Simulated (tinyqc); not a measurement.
## Internal photoemission over an interface barrier: threshold and yield against field

Electrons are excited from a metal over the barrier Phi(F) = P0 - sqrt(q F/(4 pi eps0 ei)), whose top lies at xm = sqrt(q/(16 pi eps0 ei F)). The yield is Y = A (hv - Phi)^p exp(-xm/l), with A = 1 here.

The yield is taken at hv = 2.08 eV.

Values chosen for this exercise; dielectric values close to those of silicon nitride: barrier at zero field P0 = 1.78 eV; image-force permittivity ei = 4.17; exponent of the yield p = 2; scattering length in the image well l = 3.6 nm.

Constants: q = 1.602176634e-19 C, eps0 = 8.8541878128e-14 F/cm where lengths are in cm. Results are converted to the units shown.

Threshold and yield against field:
```
F (MV/cm)	sqrt(F) ((MV/cm)^0.5)	Phi (eV)	xm (nm)	Y
0.1	0.31623	1.7212	2.9382	0.056907
0.19	0.43589	1.6990	2.1316	0.080297
0.35	0.59161	1.6701	1.5705	0.10863
0.64	0.80000	1.6313	1.1614	0.14579
1.2	1.0954	1.5764	0.84818	0.20035
2.1	1.4491	1.5107	0.64116	0.27122
3.9	1.9748	1.4130	0.47048	0.39036
7.2	2.6833	1.2814	0.34627	0.57931
```

What does the table show?

Phi is linear in sqrt(F) with slope -0.186 eV and intercept P0 = 1.78 eV. The yield grows by a factor of 10.2, of which 2.05 comes from less scattering, as xm shrinks from 2.94 to 0.346 nm, and the rest from the lower barrier. For F = 7.2 xm is within about two atomic layers of the interface, where the classical image potential fails.

Program tinyqc, `OMP_NUM_THREADS=1 python tinyqc.py 2410038 2410039 out.jsonl`; Intel Xeon 2.30GHz, shared host, one thread, about 0.01 s.
